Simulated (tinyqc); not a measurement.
What each parameter does: shallow donor in an anisotropic valley (effective-mass theory).

One valley: H = -c [(d2/dx2 + d2/dy2)/mt + (d2/dz2)/ml] - q/(eps r), c = hbar^2/2m0, q = e^2/(4 pi eps0). Trial function exp(-sqrt((x^2 + y^2)/a^2 + z^2/b^2)) with a > b: T = (c/3)(2/(mt a^2) + 1/(ml b^2)), V = -(q/eps) atan(u/b)/u, u = sqrt(a^2 - b^2). The central cell of the impurity is left out.

Constants: hbar^2/2m0 = 3.80998211 eV angstrom^2; e^2/(4 pi eps0) = 14.39964547 eV angstrom.

Inputs chosen for the exercise (out of a larger set: near those of Ge; not measured data): ml = 1.632 m0 (longitudinal mass); mt = 0.083 m0 (transverse mass); eps = 15.8 (dielectric constant).

The minimum of the trial energy.

One parameter was then changed.

Results before and after:

| case | E (meV) | a (angstrom) | b (angstrom) | b/a |
|---|---|---|---|---|
| base | -9.43 | 62.52 | 22.07 | 0.353 |
| changed | -9.07 | 64.14 | 24.45 | 0.381 |

Which of these changes was made? (a) mt = 0.075 m0; (b) eps = 17.4; (c) ml = 1.306 m0.
Answer: (c) ml = 1.306 m0. Of the candidates, run in turn, only this one gives the changed row.

All candidates:

| case | E (meV) | a (angstrom) | b (angstrom) | b/a |
|---|---|---|---|---|
| base | -9.43 | 62.52 | 22.07 | 0.353 |
| ml = 1.306 m0 | -9.07 | 64.14 | 24.45 | 0.381 |
| mt = 0.075 m0 | -8.66 | 68.43 | 23.33 | 0.341 |
| eps = 17.4 | -7.77 | 68.86 | 24.31 | 0.353 |

eps only rescales the solution (E as 1/eps^2, lengths as eps), so b/a depends on ml/mt alone.

Program tinyqc; command `OMP_NUM_THREADS=1 python tinyqc.py 1250706 1250707 out.jsonl`; about 0.01 s on one thread of a shared Intel(R) Xeon(R) Processor @ 2.30GHz.
